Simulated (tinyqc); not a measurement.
# Inputs raised by 10 %, one at a time

Model: thermal, flicker and telegraph noise of a field-effect transistor. Computed by tinyqc, a small Python program. Command: `OMP_NUM_THREADS=1 python tinyqc.py 3005482 3005483 out.jsonl noise sens`. One thread of a shared host (Intel(R) Xeon(R) Processor @ 2.30GHz), about 0.01 s of CPU time with the checks.

Strong inversion, threshold roll-off and channel-length modulation left out; noise sources are uncorrelated and are given as one-sided spectral densities.

Inputs (values chosen for the exercise, modelled on a silicon n-channel):
```
quantity                        value         unit
width W                           230   micrometre
length L                         2700           nm
electrical oxide thickness t      1.2           nm
mobility mu                       100   cm^2/(V s)
saturation velocity v_s          0.78     1e7 cm/s
overdrive V_ov                   0.72            V
thermal noise factor gamma      0.667            -
oxide trap density N_t        1.2e+18  1/(eV cm^3)
oxide barrier phi                 2.9           eV
oxide mass m_ox                  0.48          m_0
frequency f                       300           Hz
temperature T                     300            K
```

Operating region: saturation. Flicker model: number fluctuation.

Constants: eps_0 = 8.8541878128e-12 F/m; hbar = 1.054571817e-34 J s; m_0 = 9.1093837015e-31 kg; e = 1.602176634e-19 C; k_B = 8.617333262e-05 eV/K; k_B = 1.380649e-23 J/K.

Method:
- C_ox = 3.9 eps_0/t; V_c = 2 v_s L/mu; I = W C_ox v_s V_ov^2/(V_ov + V_c); g_m = W C_ox v_s V_ov (V_ov + 2 V_c)/(V_ov + V_c)^2; g_d0 = mu C_ox (W/L) V_ov.
- Tunnelling length lambda = hbar/(2 sqrt(2 m_ox phi)); flat-band noise S_Vfb = e^2 k_B T lambda N_t/(W L C_ox^2 f). S_I = g_m^2 S_Vfb.
- Thermal: S_I = 4 k_B T gamma g_d0; input-referred S_V = S_I/g_m^2; corner f_c where flicker equals thermal.
- Total input noise from 1 Hz to f_c: sqrt(S_V,thermal [f_c ln(f_c/1 Hz) + f_c - 1 Hz]).

Runs; columns: (1) input moved; (2) from; (3) to; (4) corner frequency f_c (Hz); (5) input-referred thermal noise (nV/sqrt(Hz)); (6) flicker S_I/I^2 (1/Hz); (7) g_m (microsiemens):
```
(1)                                       (2)       (3)         (4)      (5)         (6)    (7)
base run                                    -         -  1.9446e+05  0.81163  3.2396e-15  17207
length L (nm)                            2700      2970  1.6145e+05  0.84930  2.9496e-15  15678
electrical oxide thickness t (nm)         1.2      1.32  2.1391e+05  0.85124  3.9200e-15  15643
mobility mu (cm^2/(V s))                  100       110  2.1284e+05  0.77580  3.2342e-15  18880
overdrive V_ov (V)                       0.72     0.792  2.1284e+05  0.77580  2.6729e-15  18880
oxide trap density N_t (1/(eV cm^3))  1.2e+18  1.32e+18  2.1391e+05  0.81163  3.5636e-15  17207
temperature T (K)                         300       330  1.9446e+05  0.85124  3.5636e-15  17207
oxide barrier phi (eV)                    2.9      3.19  1.8541e+05  0.81163  3.0889e-15  17207
```

Exponents ln(y'/y) / ln(x'/x):
```
input                         corner frequency f_c  input-referred thermal noise  flicker S_I/I^2     g_m
length L                                    -1.952                         0.476           -0.984  -0.976
electrical oxide thickness t                 1.000                         0.500            2.000  -1.000
mobility mu                                  0.947                        -0.474           -0.017   0.974
overdrive V_ov                               0.947                        -0.474           -2.017   0.974
oxide trap density N_t                       1.000                         0.000            1.000   0.000
temperature T                                0.000                         0.500            1.000   0.000
oxide barrier phi                           -0.500                         0.000           -0.500   0.000
```

To which inputs is each result most sensitive?

Among the inputs moved here: corner frequency f_c answers most in size to length L (exponent -1.952), next to electrical oxide thickness t (+1.000); its exponent is below 0.0005 for temperature T. Its exponent -1.952 in length L: without velocity saturation the corner scales with L like f_T. input-referred thermal noise answers most in size to electrical oxide thickness t (exponent +0.500), and about equally to temperature T (+0.500); its exponent is below 0.0005 for oxide trap density N_t, oxide barrier phi. Flicker S_I/I^2 answers most in size to overdrive V_ov (exponent -2.017), and about equally to electrical oxide thickness t (+2.000). Its exponent -0.984 in length L: area averaging. Its exponent +2.000 in electrical oxide thickness t: S_Vfb goes as 1/C_ox^2. g_m answers most in size to electrical oxide thickness t (exponent -1.000), next to length L (-0.976); its exponent is below 0.0005 for oxide trap density N_t, temperature T, oxide barrier phi.
